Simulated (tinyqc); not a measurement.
# Bulk resistivity and mean free path from two films

Question. In the thick-film limit single-crystal films obey rho = rho0 (1 + 3 (1 - ps) lam/(8 d)). Find rho0, lam and the product rho0 lam.

Values chosen for this exercise: specular share of surface scattering ps = 0.2.

rho at d = 64 and 230 nm (uohm cm): 1.9601484  1.7363022

Solution. rho is a straight line in 1/d: the intercept is rho0 and the slope (3/8)(1 - ps) rho0 lam. Without ps only the product (1 - ps) lam could be found.

rho0 = 1.65 uohm cm
lam = 40.1 nm
rho0 lam = 66.2 uohm cm nm

Computed by the program tinyqc: `OMP_NUM_THREADS=1 python tinyqc.py 2100124 2100125 out.jsonl`, one thread of a shared Intel Xeon 2.30GHz, about 0.01 s for the whole run.
